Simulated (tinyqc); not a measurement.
Comparisons within one model: interband optics of a two-band s-p chain from momentum matrix elements. A value that a table varies takes the place of the one given here.

H(k) = [[Es - 2 ts cos ka, 2i V sin ka], [-2i V sin ka, Ep_ + 2 tp cos ka]] in the basis s, p; the lower band is full, with two electrons a cell. The velocity operator times hbar is W = dH/dk (eV angstrom); intra-atomic dipoles are left out.

With w(k) = |<c|W|v>|^2 and D(k) = Ec - Ev, on the mesh k_j = (j + 1/2)/N (2 pi/a): eps(E) = 1 + (8 pi e2/(a Ar)) mean_j (w/D^2) [1/(D - E - i eta) + 1/(D + E + i eta)], e2 = e^2/(4 pi eps0); light polarised along the chains, no local fields.

Constants: e^2/(4 pi eps0) = 14.39964547 eV angstrom; hbar^2/2m0 = 3.80998211 eV angstrom^2.

Inputs chosen for the exercise: a = 3.79 angstrom (period); Es = 2.84 eV (upper orbital (s)); Ep_ = -1.89 eV (lower orbital (p)); ts = 0.59 eV (s-s hopping); tp = 0.54 eV (p-p hopping); V = 1.39 eV (s-p hopping); Ar = 9.4 angstrom^2 (cross-section per chain); eta = 0.1 eV (Lorentzian half width); E = 6.61 eV (photon energy).

## Joint density of states against eps2

Mesh of 2000 points. J(E) = mean of (eta/pi)/((E - D)^2 + eta^2). The fourth column is J times the constant (8 pi^2 e2/(a Ar)) mean(w/D^2). R = |(sqrt(eps) - 1)/(sqrt(eps) + 1)|^2.

Spectrum:
```
E (eV)  J (1/eV)    eps2  eps2 with constant element     eps1      R
1.87       0.008   2.524                       0.529   25.566  0.450
2.45       0.121  60.911                       8.436   53.055  0.667
3.02       0.094  22.414                       6.585  -16.810  0.719
3.60       0.079   7.776                       5.516  -10.521  0.723
4.17       0.076   3.221                       5.313   -5.893  0.715
4.75       0.078   1.400                       5.455   -2.617  0.651
5.32       0.084   0.688                       5.892   -0.053  0.199
5.90       0.097   0.568                       6.813    2.661  0.063
6.47       0.131   1.442                       9.144    7.273  0.216
7.05       0.582  27.942                      40.671    7.029  0.558
7.62       0.543  12.175                      37.932  -16.603  0.769
8.20       0.029   0.819                       2.037   -6.859  0.924
```

Transitions span 2.470 to 7.597 eV. Among the energies listed J peaks at 7.05 eV and eps2 at 2.45 eV. The ratio of eps2 to the constant-element value is 3.40 at 3.02 eV and 0.69 at 7.05 eV: w/D^2 is 18.195 angstrom^2 at the zone centre and 2.272 at the edge.

## Mesh against broadening

eps2 at E for three widths, and eps(0) at eta = 0; the last row is the mesh of 2000 points.

Convergence:
```
N     eta = 0.03 eV  eta = 0.1 eV  eta = 0.3 eV   eps(0)
4             0.256         0.841         2.277   2.9570
8             0.599         1.923         4.540   8.3014
16            0.695         2.223         5.022  13.7141
32            0.766         2.318         5.017  14.3399
64            0.789         2.278         5.008  14.3426
128           0.803         2.276         5.008  14.3426
2000          0.791         2.274         5.008  14.3426
```

The first N from which eps2 stays within 2 % of the last row is 64 for eta = 0.03, 32 for 0.1 and 16 for 0.3 eV; for eps(0) and 0.1 % it is 32. E lies inside the range of transitions, so as a rule the spacing of D between mesh points must fall below eta (less so where the weight w is small at E).

## Static constant against the gap

Es takes the values listed; mesh of 400 points; the Penn-type estimate is 1 + 8 pi c e2 n_eff/(a Ar Dm^2) with Dm the f-weighted mean of D, f = w/(c D), n_eff = 2 mean(f), c = hbar^2/2m0.

Results:
```
Es (eV)  smallest D (eV)  Dm (eV)  n_eff  eps(0)  estimate
2.54               2.171    4.771  4.844  18.368     9.239
2.84               2.470    5.066  4.662  14.343     8.031
3.34               2.970    5.556  4.381  10.140     6.492
3.84               3.470    6.045  4.126   7.615     5.370
4.84               4.470    7.022  3.684   4.865     3.891
5.84               5.470    8.000  3.316   3.485     3.006
7.84               7.470    9.961  2.749   2.222     2.072
```

eps(0) - 1 falls from 17.368 to 1.222, as Dm^-3.60; a fixed n_eff would give the power -2, and n_eff goes from 4.844 to 2.749. The single-gap estimate is low by 52.6 % of eps(0) - 1 in the first row and 12.3 % in the last, since 1/D^2 favours the smallest separations. n_eff need not equal the 2 electrons of the cell: a two-orbital basis with chosen hoppings does not obey the free-electron sum rule.

## What moves the optical response

Mesh of 400 points; n_eff = 2 mean(w/(c D)), c = hbar^2/2m0. Each row changes one parameter from the base and keeps the others.

Results:
```
case                   smallest D (eV)  largest D (eV)  n_eff  eps(0)
base                             2.470           7.597  4.662  14.343
a = 3.98 angstrom                2.470           7.597  5.141  15.011
Es = 3.14 eV                     2.770           7.824  4.490  11.551
ts = 0.708 eV                    2.235           7.677  4.734  16.983
V = 1.529 eV                     2.471           7.957  5.348  16.077
Ar = 10.34 angstrom^2            2.470           7.597  4.662  13.130
```

The largest shifts from the base row, up to three for each result and ties (the steps differ in size, so this ranks the rows, not the parameters). smallest D (eV): Es +0.300, ts -0.236, V +0.000; unchanged at the printed digits by a and Ar. largest D (eV): V +0.360, Es +0.227, ts +0.080; unchanged at the printed digits by a and Ar. n_eff: V +0.686, a +0.479, Es -0.172; unchanged at the printed digits by Ar. eps(0): Es -2.792, ts +2.640, V +1.735.

(tinyqc, `OMP_NUM_THREADS=1 python tinyqc.py 1682305 1682306 out.jsonl`, Intel(R) Xeon(R) Processor @ 2.30GHz, 1 thread, shared host, about 0.01 s.)
